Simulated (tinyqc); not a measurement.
What moves the results: conduction-band anticrossing with a localised impurity level. A value that a table varies takes the place of the one given here.

Host conduction band EM(k) = Eg - al x + c k^2/mM, c = hbar^2/2m0, coupled to a flat level EI by V = C sqrt(x): H = [[EM, V], [V, EI]], E+/- = (EM + EI)/2 +/- sqrt((EM - EI)^2/4 + V^2). The host weight of a state at E is f = 1/(1 + V^2/(E - EI)^2), and its mass at k = 0 is mM/f. The gap is E-(0), the valence top staying at 0.

Constants: hbar^2/2m0 = 3.80998211 eV angstrom^2.

Parameters, chosen for this exercise (host near InP; the results hold for these values, not for the real material): Eg = 1.403 eV (gap at Gamma to the s-like level); mM = 0.0789 m0 (mass of the host band); EI = 1.588 eV (impurity level, from the valence top of the host); C = 2.61 eV (coupling); al = 1.26 eV (linear shift of the host edge); x = 0.02 (impurity fraction); aM = 87 meV/GPa (pressure coefficient of the host edge); aI = 39 meV/GPa (pressure coefficient of the level).

## Impurity fraction

The last column is the bowing that a quadratic law would need at that x, (Eg - gap)/(x (1 - x)), with equal end gaps.

Results:

| x (%) | E- (eV) | E+ (eV) | gap (eV) | host weight of E- | mass of E- | bowing (eV) |
|---|---|---|---|---|---|---|
| 0.1 | 1.3704 | 1.6193 | 1.3704 | 0.874 | 0.0903 | 32.6 |
| 0.2 | 1.3445 | 1.6440 | 1.3445 | 0.813 | 0.0970 | 29.3 |
| 0.5 | 1.2845 | 1.7002 | 1.2845 | 0.730 | 0.1081 | 23.8 |
| 1.0 | 1.2101 | 1.7683 | 1.2101 | 0.677 | 0.1165 | 19.5 |
| 2.0 | 1.0991 | 1.8667 | 1.0991 | 0.637 | 0.1239 | 15.5 |
| 3.0 | 1.0110 | 1.9422 | 1.0110 | 0.620 | 0.1273 | 13.5 |
| 5.0 | 0.8674 | 2.0606 | 0.8674 | 0.604 | 0.1306 | 11.3 |
| 8.0 | 0.6932 | 2.1970 | 0.6932 | 0.595 | 0.1326 | 9.6 |

How do the results move?

The apparent bowing falls from 32.6 to 9.6 eV, so no single constant describes the gap: the part from the coupling goes as x while V is small against |EM - EI| and as sqrt(x) beyond (V = |Eg - EI| near x = 0.50 %), with the linear term al x on top; the fall of the gap goes as the power 0.84 of x between the first two rows and 0.60 between the last two. The mass of E- goes from 0.0903 to 0.1326, higher although the gap falls, against the usual k.p trend; with al = 0 the weight tends to 1/2 at large x.

## Pressure

Eg and EI move linearly with pressure; V is kept. The slope of E- is f aM + (1 - f) aI.

Results:

| P (GPa) | EM (eV) | EI (eV) | E- (eV) | E+ (eV) | host weight of E- | slope of E- (meV/GPa) |
|---|---|---|---|---|---|---|
| 0 | 1.3778 | 1.5880 | 1.0991 | 1.8667 | 0.637 | 69.6 |
| 1 | 1.4648 | 1.6270 | 1.1680 | 1.9238 | 0.607 | 68.2 |
| 2 | 1.5518 | 1.6660 | 1.2354 | 1.9824 | 0.576 | 66.7 |
| 3 | 1.6388 | 1.7050 | 1.3013 | 2.0425 | 0.545 | 65.1 |
| 4 | 1.7258 | 1.7440 | 1.3657 | 2.1041 | 0.512 | 63.6 |
| 5 | 1.8128 | 1.7830 | 1.4285 | 2.1673 | 0.480 | 62.0 |
| 6 | 1.8998 | 1.8220 | 1.4897 | 2.2321 | 0.448 | 60.5 |
| 7 | 1.9868 | 1.8610 | 1.5495 | 2.2983 | 0.416 | 59.0 |
| 8 | 2.0738 | 1.9000 | 1.6077 | 2.3661 | 0.385 | 57.5 |

How do the results move?

The unmixed levels cross at 4.38 GPa, where E+ - E- has its minimum 2V = 0.738 eV and the weights are 1/2. The slope of E- falls from 70 to 58 meV/GPa, between the limits aM = 87 and aI = 39, as the state turns impurity-like. The X valleys, which pass below the Gamma edge of the host at high pressure, are left out.

## What each parameter does

At k = 0. Each row changes one parameter from the base and keeps the others.

Results:

| case | E- (eV) | E+ (eV) | gap (eV) | mass (m0) |
|---|---|---|---|---|
| base | 1.0991 | 1.8667 | 1.0991 | 0.1239 |
| EI = 1.538 eV | 1.0802 | 1.8356 | 1.0802 | 0.1302 |
| al = 1.76 eV | 1.0927 | 1.8631 | 1.0927 | 0.1227 |
| Eg = 1.453 eV | 1.1302 | 1.8856 | 1.1302 | 0.1302 |
| C = 3.0015 eV | 1.0456 | 1.9202 | 1.0456 | 0.1272 |
| x = 0.017 | 1.1292 | 1.8404 | 1.1292 | 0.1223 |
| mM = 0.06706 m0 | 1.0991 | 1.8667 | 1.0991 | 0.1053 |

What does this show?

The largest shifts from the base row, up to three for each result and ties (the steps differ in size, so this ranks the rows, not the parameters). E- (eV): C -0.0535, Eg +0.0311, x +0.0301; unchanged at the printed digits by mM. E+ (eV): C +0.0535, EI -0.0311, x -0.0263; unchanged at the printed digits by mM. gap (eV): C -0.0535, Eg +0.0311, x +0.0301; unchanged at the printed digits by mM. mass (m0): mM -0.0186, Eg +0.0063, EI +0.0063.

Computed by tinyqc, a small Python program: `OMP_NUM_THREADS=1 python tinyqc.py 1050449 1050450 out.jsonl` (the numbers bound the seed that draws the inputs); one thread of a shared host (Intel(R) Xeon(R) Processor @ 2.30GHz), about 0.01 s for the whole set of steps.
